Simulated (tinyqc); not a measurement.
Elastic strain and critical thickness of a cubic alloy layer A(1-x)B(x) on a thick substrate: one step, computed by the program tinyqc.

Strain is positive in tension. The layer is coherent with the substrate unless said otherwise.

Task: Equilibrium strain at the thickness h. For h > h_c the same force balance gives the strain left, |e| = |f| A [ln(h/b) + 1]/h, and below h_c e = f; relaxation = 1 - e/f; dislocations per length across each line direction = (|f| - |e|)/(b cos lambda).

Inputs (values chosen for the exercise, for a model alloy): layer thickness h = 4 nm.

Layer: uncapped. Misfit dislocation: 60-degree.

critical thickness h_c (Matthews-Blakeslee) = 3.630498 nm

misfit f = -0.02126212

prefactor A = 1.153571 nm

Burgers vector b = 0.4240887 nm

Give: strain left e; relaxation; dislocation line density.

Result:

strain left e = -0.01989

relaxation = 6.442 %

dislocation line density = 6.460 1/micrometre

h is 1.10 h_c: in equilibrium dislocations lie 155 nm apart; slow nucleation and glide can keep a real layer more strained.
